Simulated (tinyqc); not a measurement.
# Changing the grain size d

Model: grain-boundary diffusion: Harrison regimes, Fisher and Le Claire analysis, Hart average. Computed by tinyqc, a small Python program. Command: `OMP_NUM_THREADS=1 python tinyqc.py 3026505 3026506 out.jsonl gbdiff sweep`. One thread of a shared host (Intel(R) Xeon(R) Processor @ 2.30GHz), about 0.01 s of CPU time with the checks.

A boundary is a slab of width delta with diffusivity D_b, normal to a surface held at constant concentration; it leaks into grains of diffusivity D.

Inputs (values chosen for the exercise, for a model polycrystal):
```
quantity                          value   unit
lattice prefactor D0            1.6e-05  m^2/s
lattice activation energy E        3.84     eV
boundary prefactor D0b          1.5e-05  m^2/s
boundary activation energy E_b     2.14     eV
boundary width delta               0.91     nm
segregation factor s                 10      -
temperature T                      1280      K
time t                             5200      s
```

Constants: k_B = 8.617333262e-05 eV/K.

Method:
- D = D0 exp(-E/(k_B T)), D_b = D0b exp(-E_b/(k_B T)).
- Triple product P = s delta D_b.
- Hart average for parallel slabs: f = delta/d, D_eff = (s f D_b + (1 - f) D)/(1 - f + s f); share of the boundaries = s f D_b/(s f D_b + (1 - f) D); depth sqrt(D_eff t).

One run for each value:
```
grain size d (um)  D_eff (m^2/s)  share of the boundaries  depth sqrt(D_eff t) (um)
0.01                  2.8146e-14                  1.00000                    12.098
0.036                 1.1586e-14                  1.00000                     7.762
0.13                  3.7049e-15                  1.00000                     4.389
0.48                  1.0487e-15                  0.99999                     2.335
1.7                   2.9973e-16                  0.99996                     1.248
6.3                   8.1173e-17                  0.99985                     0.650
23                    2.2264e-17                  0.99945                     0.340
83                    6.1800e-18                  0.99803                     0.179
300                   1.7187e-18                  0.99293                     0.095
```

What does the table show, and why?

Over the rows, D_eff (m^2/s) falls from 2.81e-14 to 1.72e-18 (exponent d ln y / d ln x -0.69 between the first rows and -1.00 between the last); share of the boundaries falls from 1.0000 to 0.9929; depth sqrt(D_eff t) (um) falls from 12.1 to 0.0945 (exponent d ln y / d ln x -0.35 between the first rows and -0.50 between the last). At the high end the exponent of D_eff is -1.00, close to -1: boundaries carry the flux, in proportion to their number.

Caution (all rows): outside regime A (which needs sqrt(D t) above about 3 d) the Hart average and its depth are formal: they describe a profile only in regime A or at steady state.
